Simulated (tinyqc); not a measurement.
Splitting and spin direction around the circle: two-dimensional electron gas with Rashba and Dresselhaus coupling.

H = c k^2/m + al (ky sx - kx sy) + b1 (kx sx - ky sy) + gam kx ky (kx sy - ky sx), s the Pauli matrices, x = [100], c = hbar^2/2m0, b1 = gam (pi/L)^2 (hard walls). H = c k^2/m + B.s, so E = c k^2/m -/+ |B| and the lower state has its spin along -B.

Constants: hbar^2/2m0 = 3.80998211 eV angstrom^2.

Parameters, chosen for this exercise (of the size met in InSb; not measured data):
```
symbol  value   unit           meaning
m       0.0141  m0             mass
al      0.43    eV angstrom    Rashba constant
gam     331.6   eV angstrom^3  bulk Dresselhaus constant
L       186     angstrom       width of the (001) well
n       12      1e11/cm^2      sheet density (one subband filled)
```

At |k| = k0 = sqrt(2 pi n), 1e11/cm^2 = 1e-5/angstrom^2.

Around the circle:
```
phi (deg)  Bx (meV)  By (meV)  splitting (meV)  lower spin (deg)
0.0          2.5976  -11.8073          24.1792             102.4
22.5         5.9894   -9.6601          22.7324             121.8
45.0         7.7585   -7.7585          21.9444             135.0
67.5         9.6601   -5.9894          22.7324             148.2
90.0        11.8073   -2.5976          24.1792             167.6
112.5       12.1569    3.0475          25.0661            -165.9
157.5        3.0475   12.1569          25.0661            -104.1
```

Give the missing row, phi (deg) = 135.0.

Computed row:
```
phi (deg)  Bx (meV)  By (meV)  splitting (meV)  lower spin (deg)
135.0        8.9395    8.9395          25.2846            -135.0
```

The splitting runs from 21.9444 meV at 45 to 25.2846 meV at 135 degrees. Along [110] it is 2 k |al + b1 - 2 b3| and along [-110] 2 k |al - b1 + 2 b3|, b3 = gam k^2/4. From 0 to 90 degrees the spin turns with k (+65 degrees), the sense of the Rashba term.

Program tinyqc; command `OMP_NUM_THREADS=1 python tinyqc.py 1452230 1452231 out.jsonl`; about 0.01 s on one thread of a shared Intel(R) Xeon(R) Processor @ 2.30GHz.
